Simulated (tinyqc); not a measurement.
Pariser-Parr-Pople SCF with singles CI, for the molecule C=CC=CC=C[CH2+] (SMILES; centres numbered as the heavy atoms are written), step by step. Computed by tinyqc, a small Python program that keeps every step. Settings: charge = 1, gamma = MN, start = core, damping = 0, iteration cap = 80, excitations kept = 9. Command: `OMP_NUM_THREADS=1 python tinyqc.py 22228 22229 out.jsonl` (the two numbers bound the seeds that draw the settings). One thread of a shared host (Intel(R) Xeon(R) Processor @ 2.60GHz), about 0.01 s of CPU time with the checks. Later iterations appear only in the table of the cycle.

## PPP integrals

Centres (angstrom, eV; a flat drawing with bonds scaled to 1.40 angstrom):
```
centre,x,y,core charge z,W,gamma_rr
1C,-3.63700,-0.30000,1,12.24000,10.74000
2C,-2.42500,0.40000,1,12.24000,10.74000
3C,-1.21200,-0.30000,1,12.24000,10.74000
4C,0.00000,0.40000,1,12.24000,10.74000
5C,1.21200,-0.30000,1,12.24000,10.74000
6C,2.42500,0.40000,1,12.24000,10.74000
7C,3.63700,-0.30000,1,12.24000,10.74000
```

Resonance integrals (eV):
```
i,j,beta
1,2,-2.54000
2,3,-2.54000
3,4,-2.54000
4,5,-2.54000
5,6,-2.54000
6,7,-2.54000
```

Mataga-Nishimoto: gamma = 14.399645/(R + a), a = 2 x 14.399645/(gamma_rr + gamma_ss); H_rr = -W_r - sum_(s != r) z_s gamma_rs; H_rs = beta for bonds.

repulsion gamma_rs (eV), lower triangle:
```
,1C,2C,3C,4C,5C,6C,7C
1C,10.74000
2C,5.25463,10.74000
3C,3.82385,5.25297,10.74000
4C,2.85452,3.82385,5.25463,10.74000
5C,2.32637,2.85452,3.82486,5.25463,10.74000
6C,1.93465,2.32599,2.85452,3.82385,5.25297,10.74000
7C,1.67151,1.93465,2.32637,2.85452,3.82385,5.25463,10.74000
```

core matrix H (eV), lower triangle:
```
,1C,2C,3C,4C,5C,6C,7C
1C,-30.10553
2C,-2.54000,-33.68662
3C,0.00000,-2.54000,-35.57720
4C,0.00000,0.00000,-2.54000,-36.10600
5C,0.00000,0.00000,0.00000,-2.54000,-35.57720
6C,0.00000,0.00000,0.00000,0.00000,-2.54000,-33.68662
7C,0.00000,0.00000,0.00000,0.00000,0.00000,-2.54000,-30.10553
```

## Starting guess

pi electrons, sum of z_r less the charge = 6

Orbitals of the core matrix H.

P at the start, lower triangle:
```
,1C,2C,3C,4C,5C,6C,7C
1C,0.18315
2C,0.42771,1.04260
3C,0.25644,0.77431,1.07363
4C,-0.20582,-0.28886,0.54194,1.40123
5C,-0.05907,-0.16304,-0.07409,0.54194,1.07363
6C,0.17003,0.27706,-0.16304,-0.28886,0.77431,1.04260
7C,0.09641,0.17003,-0.05907,-0.20582,0.25644,0.42771,0.18315
```

## Iteration 1: Fock matrix

F_rr = H_rr + P_rr gamma_rr / 2 + sum_(s != r) P_ss gamma_rs; F_rs = H_rs - P_rs gamma_rs / 2; E = tr P (H + F) / 2 + core repulsion sum_(r<s) z_r z_s gamma_rs.

F (eV), lower triangle:
```
,1C,2C,3C,4C,5C,6C,7C
1C,-10.71740
2C,-3.66372,-10.28348
3C,-0.49030,-4.57371,-8.76304
4C,0.29376,0.55229,-3.96385,-8.27918
5C,0.06871,0.23271,0.14170,-3.96385,-8.76304
6C,-0.16447,-0.32222,0.23271,0.55229,-4.57371,-10.28348
7C,-0.08058,-0.16447,0.06871,0.29376,-0.49030,-3.66372,-10.71740
```

pi energy = -81.75125 eV

## Iteration 1: orbitals and new P

Diagonalise F (the basis is taken as orthonormal) and form P = 2 sum c c over the lowest orbitals.

orbital energies (eV): -16.72076  -16.02147  -13.00158  -9.51735  -7.31323  -3.96400  -1.26864

P after iteration 1, lower triangle:
```
,1C,2C,3C,4C,5C,6C,7C
1C,0.76001
2C,0.79799,0.98155
3C,0.25216,0.58058,0.77888
4C,-0.31896,-0.00353,0.63041,0.95914
5C,-0.26316,-0.12934,0.25895,0.63041,0.77888
6C,0.09438,0.01223,-0.12934,-0.00353,0.58058,0.98155
7C,0.24926,0.09438,-0.26316,-0.31896,0.25216,0.79799,0.76001
```

## Iteration 2: Fock matrix

As before.

F (eV), lower triangle:
```
,1C,2C,3C,4C,5C,6C,7C
1C,-10.16918
2C,-4.63658,-10.68639
3C,-0.48212,-4.06487,-10.74352
4C,0.45524,0.00675,-4.19629,-10.92451
5C,0.30610,0.18460,-0.49522,-4.19629,-10.74352
6C,-0.09129,-0.01422,0.18460,0.00675,-4.06487,-10.68639
7C,-0.20832,-0.09129,0.30610,0.45524,-0.48212,-4.63658,-10.16918
```

pi energy = -86.76970 eV

## Iteration 2: orbitals and new P

As before.

orbital energies (eV): -18.54247  -17.00256  -14.67006  -9.32922  -6.54283  -4.54956  -3.48599

P after iteration 2, lower triangle:
```
,1C,2C,3C,4C,5C,6C,7C
1C,0.73525
2C,0.81586,1.00012
3C,0.26709,0.54638,0.76073
4C,-0.27614,-0.02964,0.65026,1.00778
5C,-0.24161,-0.15491,0.26015,0.65026,0.76073
6C,0.10320,0.01766,-0.15491,-0.02964,0.54638,1.00012
7C,0.21830,0.10320,-0.24161,-0.27614,0.26709,0.81586,0.73525
```

## Iteration 3: Fock matrix

As before.

F (eV), lower triangle:
```
,1C,2C,3C,4C,5C,6C,7C
1C,-10.18266
2C,-4.68353,-10.68249
3C,-0.51065,-3.97505,-10.65639
4C,0.39413,0.05667,-4.24843,-10.85325
5C,0.28104,0.22110,-0.49751,-4.24843,-10.65639
6C,-0.09983,-0.02054,0.22110,0.05667,-3.97505,-10.68249
7C,-0.18245,-0.09983,0.28104,0.39413,-0.51065,-4.68353,-10.18266
```

pi energy = -86.87098 eV

## Iteration 3: orbitals and new P

As before.

orbital energies (eV): -18.47548  -16.97817  -14.69611  -9.29875  -6.48710  -4.54414  -3.41660

P after iteration 3, lower triangle:
```
,1C,2C,3C,4C,5C,6C,7C
1C,0.74006
2C,0.82552,1.00200
3C,0.27012,0.53059,0.75210
4C,-0.26195,-0.03485,0.65582,1.01168
5C,-0.23748,-0.15871,0.26902,0.65582,0.75210
6C,0.10123,0.01845,-0.15871,-0.03485,0.53059,1.00200
7C,0.20669,0.10123,-0.23748,-0.26195,0.27012,0.82552,0.74006
```

## Convergence

Stop when output and input P, before any damping, agree to 1e-7.

Course of the cycle:
```
iteration,E (eV),largest |P(out) - P(in)|
1,-81.7512488,5.77e-01
2,-86.7696984,4.86e-02
3,-86.8709787,1.58e-02
4,-86.8821193,5.60e-03
5,-86.8835759,2.03e-03
6,-86.8837703,7.89e-04
7,-86.8837965,3.02e-04
8,-86.8838000,1.15e-04
9,-86.8838005,4.34e-05
10,-86.8838006,1.63e-05
11,-86.8838006,6.11e-06
12,-86.8838006,2.29e-06
13,-86.8838006,8.54e-07
14,-86.8838006,3.19e-07
15,-86.8838006,1.19e-07
16,-86.8838006,4.42e-08
```

Converged in 16 iterations.

## Converged orbitals

Charges are z - P_rr.

orbital energies (eV): -18.49802  -16.97410  -14.73452  -9.30037  -6.47529  -4.55286  -3.44364

coefficients:
```
,MO1,MO2,MO3,MO4,MO5,MO6,MO7
1C,0.19050,0.36856,-0.44577,-0.46815,0.46592,-0.38079,-0.21890
2C,0.33641,0.49600,-0.37801,-0.01915,-0.32412,0.50360,0.37267
3C,0.47203,0.34373,0.18090,0.52960,-0.22643,-0.31840,-0.43954
4C,0.50543,0.00000,0.50135,0.00000,0.50318,0.00000,0.48990
5C,0.47203,-0.34373,0.18090,-0.52960,-0.22643,0.31840,-0.43954
6C,0.33641,-0.49600,-0.37801,0.01915,-0.32412,-0.50360,0.37267
7C,0.19050,-0.36856,-0.44577,0.46815,0.46592,0.38079,-0.21890
```

pi charges: 1C 0.25833, 2C -0.00416, 3C 0.25264, 4C -0.01361, 5C 0.25264, 6C -0.00416, 7C 0.25833

## Singles CI, singlets

Over the 9 single excitations with the smallest orbital gaps: A = (e_a - e_i) delta + 2 (ia|jb) - (ij|ab), with (pq|rs) = sum c_mp c_mq gamma_mn c_nr c_ns. f = 2/3 w |mu|^2 in atomic units, mu = sqrt2 sum c_ia sum_m c_mi c_ma R_m.

singlet CI matrix (eV), lower triangle:
```
,3>4,2>4,3>5,1>4,3>6,2>5,3>7,1>5,2>6
3>4,3.28151
2>4,0.00000,5.13446
3>5,0.00000,0.22381,5.96554
1>4,-0.02521,0.00000,0.00000,6.24251
3>6,0.34423,0.00000,0.00000,-0.27378,7.35284
2>5,-0.44657,0.00000,0.00000,0.02538,0.18487,7.60169
3>7,0.00000,-0.28736,-0.17941,0.00000,0.00000,0.00000,8.12873
1>5,0.00000,0.34310,-0.12794,0.00000,0.00000,0.00000,0.31060,8.78997
2>6,0.00000,0.20412,-0.08796,0.00000,0.00000,0.00000,0.25691,0.28308,9.57725
```

singlet excitation energies (eV): 3.20433  5.01013  5.99468  6.17738  7.37690  7.71994  8.05878  8.77122  9.76115

oscillator strengths: 1.78282  0.01112  0.11637  0.00000  0.08593  0.07415  0.01012  0.03012  0.16142

## Singles CI, triplets

Over the 9 single excitations with the smallest orbital gaps: A = (e_a - e_i) delta - (ij|ab), with (pq|rs) = sum c_mp c_mq gamma_mn c_nr c_ns.

triplet CI matrix (eV), lower triangle:
```
,3>4,2>4,3>5,1>4,3>6,2>5,3>7,1>5,2>6
3>4,1.15321
2>4,0.00000,3.28448
3>5,0.00000,-0.92010,3.63057
1>4,-0.25730,0.00000,0.00000,4.50678
3>6,-0.07693,0.00000,0.00000,0.58947,5.76121
2>5,-0.92010,0.00000,0.00000,0.99055,-1.32256,6.14792
3>7,0.00000,0.26197,-0.13843,0.00000,0.00000,0.00000,6.73265
1>5,0.00000,0.99055,-0.21125,0.00000,0.00000,0.00000,-1.03062,7.46560
2>6,0.00000,0.14330,-1.32256,0.00000,0.00000,0.00000,1.15193,0.93552,7.67424
```

triplet excitation energies (eV): 0.96780  2.25611  3.48506  3.97084  5.34333  5.68577  7.43050  8.22843  8.98883
